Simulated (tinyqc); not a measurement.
Schottky emission and Poole-Frenkel conduction in an insulator, and how to tell them apart: one step of the calculation.

Schottky emission (electrode-limited): J = As T^2 exp[-(pb - b sqrt(F))/Vt], b = sqrt(q/(4 pi eps0 ei)). Poole-Frenkel emission (bulk-limited): J = s0 F exp[-(pt - 2 b sqrt(F))/Vt]. F in V/cm.

Task. Which mechanism made these data. The data come from another sample of the same dielectric, in which one mechanism alone limits the current. Fit straight lines by least squares: ln J on sqrt(F) (Schottky plot, slope b/Vt) and ln(J/F) on sqrt(F) (Poole-Frenkel plot, slope 2 b/Vt), F in V/cm, and read a permittivity from each slope. The right mechanism gives a value near ei, and in any case between ei and es.

Inputs (values chosen for the exercise); dielectric values close to those of silicon nitride: temperature T = 325 K; high-frequency relative permittivity ei = 4.14; static relative permittivity es = 7.19.

Constants: q = 1.602176634e-19 C, kB = 1.380649e-23 J/K, Vt = kB T/q, eps0 = 8.8541878128e-14 F/cm where lengths are in cm. Results are converted to the units shown.

| point | F (MV/cm) | J (A/cm^2) |
|---|---|---|
| 0 | 1.12 | 5.918e-14 |
| 1 | 1.8 | 3.905e-13 |
| 2 | 2.48 | 1.845e-12 |
| 3 | 3.15 | 6.988e-12 |
| 4 | 3.83 | 2.352e-11 |
| 5 | 4.5 | 7.022e-11 |

Find: slope of the Schottky plot; permittivity read as Schottky; slope of the Poole-Frenkel plot; permittivity read as Poole-Frenkel.

Result.

slope of the Schottky plot = 0.006659 (cm/V)^0.5
permittivity read as Schottky = 4.140
slope of the Poole-Frenkel plot = 0.005361 (cm/V)^0.5
permittivity read as Poole-Frenkel = 25.55

Both plots are nearly straight, so straightness decides nothing. Read as Schottky the data give 4.14, which matches ei = 4.14; read as Poole-Frenkel they give 25.6, above even the static value 7.19. The data were made by Schottky emission.

Computed by the program tinyqc: `OMP_NUM_THREADS=1 python tinyqc.py 2370164 2370165 out.jsonl`, one thread of a shared Intel Xeon 2.30GHz, about 0.01 s for the whole run.
